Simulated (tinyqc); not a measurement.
Trapped share and trap depth from dynamic on-resistance.

Inverse problem. Traps remove the share ft of the electrons in the drain access (length Ld, sheet resistance Rsh before stress), so Ron grows by Rsh Ld ft/(1 - ft). The recovery time goes as T^(-2) exp(q Ea/(kB T)). Find ft and Ea.

Parameters, values chosen for the exercise: drain access length Ld = 4 um.

Constants: q = 1.602176634e-19 C, kB = 1.380649e-23 J/K. Results are converted to the units shown.

Ron before and just after an off-state stress (ohm mm): 2.1338829  2.5689055
Rsh = 326.26690 ohm
recovery times at 340 and 370 K (s): 0.022  0.0026041146

Answer. The rise of Ron over Rsh Ld is ft/(1 - ft); ln(t T^2) is linear in 1/T.

ft = 0.250
Ea = 0.710 eV

Computed by the program tinyqc: `OMP_NUM_THREADS=1 python tinyqc.py 2570161 2570162 out.jsonl`, one thread of a shared Intel Xeon 2.30GHz, about 0.04 s for the whole run.
